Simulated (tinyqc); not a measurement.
Charge control and current of a heterostructure field-effect transistor: one step, computed by the program tinyqc. Command: `OMP_NUM_THREADS=1 python tinyqc.py 3020156 3020157 out.jsonl hemt walk`. One thread of a shared host (Intel(R) Xeon(R) Processor @ 2.30GHz), about 0.01 s of CPU time with the checks.

Two subbands in a triangular well; E_F is counted from the conduction band edge of the channel at the interface.

Question. Saturation current. With V = e n_s/C_g and V_c = v_s L/mu: for v = mu F up to v_s, I/W = C_g v_s V_c (sqrt(1 + (V/V_c)^2) - 1) and V_Dsat = V + V_c - sqrt(V^2 + V_c^2); g_m = dI/dV; extrinsic g_m/(1 + g_m R_S); f_T = g_m/(2 pi C_g L).

Inputs (values chosen for the exercise, modelled on AlGaN/GaN):

| quantity | value | unit |
|---|---|---|
| conduction band offset dE_c | 0.5 | eV |
| mobility mu | 1400 | cm^2/(V s) |
| saturation velocity v_s | 1.5 | 1e7 cm/s |
| gate length L | 370 | nm |
| source resistance R_S | 0 | ohm mm |
| temperature T | 300 | K |

Charge source: polarisation. Velocity law: two-piece.

sheet density n_s = 1.551606e+13 1/cm^2

gate capacitance C_g = 0.2570861 microfarad/cm^2

Constants: e = 1.602176634e-19 C.

Give: V; V_c; V_Dsat; saturation current I/W; intrinsic g_m; extrinsic g_m; intrinsic f_T.

Answer.

V = 9.670 V

V_c = 0.3964 V

V_Dsat = 0.3883 V

saturation current I/W = 3579 mA/mm

intrinsic g_m = 385.3 mS/mm

extrinsic g_m = 385.3 mS/mm

intrinsic f_T = 64.47 GHz

V/V_c = 24.39: velocity saturation rules; I is 96 % of e n_s v_s = 3730 mA/mm. Caution: E_F lies above the conduction band minimum of the barrier, so electrons would spill into the barrier.
